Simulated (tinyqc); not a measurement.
Regular and subregular solution with a miscibility gap: one step, computed by the program tinyqc. Command: `OMP_NUM_THREADS=1 python tinyqc.py 3028959 3028960 out.jsonl regsol walk`. One thread of a shared host (Intel(R) Xeon(R) Processor @ 2.30GHz), about 0.02 s of CPU time with the checks.

Per mole of mixing sites: G(x) = x (1 - x) [L0 + L1 (1 - 2x)] + R T [x ln x + (1 - x) ln(1 - x)], x the fraction of B.

Task: Lever rule at x0. Inside the gap the B-rich phase has the fraction f = (x0 - x1)/(x2 - x1), and the gain is (1 - f) G(x1) + f G(x2) - G(x0); outside it one phase remains.

Inputs (values chosen for the exercise, for a model alloy): asymmetry L1 = 0 kJ/mol; temperature T = 700 K; overall fraction x0 = 0.42.

solubility limit x1 = 0.1317700

solubility limit x2 = 0.8682300

L0 = 14.9 kJ/mol

Constants: R = 8.314462618 J/(mol K).

Give: fraction f of the B-rich phase; free energy of decomposition.

Result:

fraction f of the B-rich phase = 0.39137

free energy of decomposition = -233.92 J/mol
